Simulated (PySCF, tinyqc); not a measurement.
MP2 on RHF in the 3-21g basis, for H3+, spin multiplicity 1, step by step. The lowest restricted solution is unstable here: a spin-polarised one lies 0.0015 hartree lower (PySCF). One step of it, computed by the program tinyqc.

Task: Iteration 7 (converged): orbitals. Diagonalise F' = X^T F X, C = X C', fill 1 alpha and 1 beta electrons from the bottom; D = 2 C_occ C_occ^T. Each column has its largest component positive (the first on a tie).

converged F (hartree), lower triangle:
```
           1H 1s      1H 2s      2H 1s      2H 2s      3H 1s      3H 2s
1H 1s  -0.150956
1H 2s  -0.657521  -0.696839
2H 1s  -0.314461  -0.424215  -0.093481
2H 2s  -0.444438  -0.544099  -0.550076  -0.542314
3H 1s  -0.258876  -0.381669  -0.067423  -0.176010  -0.093141
3H 2s  -0.404737  -0.510100  -0.181078  -0.312118  -0.534959  -0.523359
```

X:
```
               1          2          3          4          5         6
1H 1s  -0.804477   0.035456   0.810528   0.712410  -0.028805  0.231323
1H 2s   1.902741  -0.045772  -0.500043   0.256171  -0.009260  0.332716
2H 1s   0.362199   0.823052   0.724806  -0.479323  -0.421775  0.185033
2H 2s  -1.137509  -0.999301  -0.527171  -0.203878  -0.340552  0.274174
3H 1s   0.312209  -0.856934   0.729277  -0.395271   0.477937  0.167876
3H 2s  -0.990985   1.061231  -0.518304  -0.152165   0.392927  0.256850
```

Give: F' = X^T F X; orbital energies; coefficients C; D after iteration 7.

Result:

F' = X^T F X (hartree), lower triangle:
```
         1        2        3        4        5        6
1   0.5711
2   0.0095   0.7552
3  -0.1029   0.0012   0.8029
4  -0.4386  -0.0200  -0.0313   0.1509
5   0.0052  -0.2605   0.0075  -0.0004  -0.3128
6  -0.0181  -0.0026  -0.0247  -0.0279  -0.0008  -0.8839
```

orbital energies (hartree): MO1 -0.8858, MO2 -0.3730, MO3 -0.1309, MO4 0.7544, MO5 0.8155, MO6 0.9033

coefficients C:
```
          MO1      MO2      MO3      MO4      MO5      MO6
1H 1s  0.2516  -0.0185   0.2262  -0.0501   0.2319  -1.3023
1H 2s  0.3811  -0.0292   1.1744   0.4399  -0.2130   1.5116
2H 1s  0.1888  -0.2352  -0.1438   0.7488   1.0409   0.1416
2H 2s  0.2260  -0.5462  -0.8503  -0.7211  -0.9632  -0.5321
3H 1s  0.1718   0.2639  -0.1210   1.0319  -0.7456  -0.2048
3H 2s  0.2204   0.6312  -0.7017  -0.9832   0.8268  -0.1754
```

D after iteration 7, lower triangle:
```
        1H 1s   1H 2s   2H 1s   2H 2s   3H 1s   3H 2s
1H 1s  0.1267
1H 2s  0.1918  0.2904
2H 1s  0.0950  0.1439  0.0713
2H 2s  0.1137  0.1722  0.0853  0.1021
3H 1s  0.0865  0.1309  0.0649  0.0776  0.0590
3H 2s  0.1109  0.1680  0.0832  0.0996  0.0757  0.0972
```
